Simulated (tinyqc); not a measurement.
Quantum point contact as a saddle point with Zeeman splitting: one step of the calculation.

Potential V0 - m wx^2 x^2/2 + m wy^2 y^2/2; energies are counted from V0. Mode n = 0, 1, ... transmits T_n(E) = 1/(1 + exp(-2 pi (E - E_n)/wx)), E_n = wy (n + 1/2) +/- Ez/2 for the two spins, Ez = gs muB B, muB = q hbar/(2 m0); each spin carries q^2/h.

Task. Thermal average on a coarse grid. g(T) = int g(E) (-df/dE) dE = int g(mu + x kB T) dx/(4 cosh^2(x/2)), g(E) the zero-temperature value at E, g = G/(2 q^2/h). Simpson's rule on nE equally spaced x from -xm to xm.

Inputs (values chosen for the exercise):
```
symbol,value,unit,meaning
T,0.5,K,temperature
wy,5.1,meV,transverse quantum hbar wy
wx,5.4,meV,curvature of the barrier hbar wx
mu,16.38,meV,Fermi level above the saddle point
gs,0.9,,size of the g factor
B,8,T,in-plane magnetic field
nE,13,,points of the energy grid
xm,7,,half-range of the grid in kB T
```

Constants: q = 1.602176634e-19 C, kB = 1.380649e-23 J/K, hbar = 1.054571817e-34 J s, m0 = 9.1093837015e-31 kg, Vt = kB T/q. Results are converted to the units shown.

Wanted: x; E; g(E); weight; integral of the weight; g(T); g(T) divided by the integral of the weight.

Result.

```
point,x,E (meV),g(E),weight
0,-7.000,16.08,3.095,0.0009
1,-5.833,16.13,3.102,0.0029
2,-4.667,16.18,3.109,0.0092
3,-3.500,16.23,3.117,0.0285
4,-2.333,16.28,3.125,0.0806
5,-1.167,16.33,3.133,0.1811
6,0.000,16.38,3.141,0.2500
7,1.167,16.43,3.150,0.1811
8,2.333,16.48,3.159,0.0806
9,3.500,16.53,3.168,0.0285
10,4.667,16.58,3.178,0.0092
11,5.833,16.63,3.187,0.0029
12,7.000,16.68,3.197,0.0009
```

integral of the weight = 0.9958
g(T) = 3.128
g(T) divided by the integral of the weight = 3.142

Range of the model: Orbital effects of the in-plane field and interactions (such as the 0.7 feature) are left out.

Numbers from tinyqc (`OMP_NUM_THREADS=1 python tinyqc.py 2740047 2740048 out.jsonl`; about 0.03 s on one thread of a shared Intel Xeon 2.30GHz).
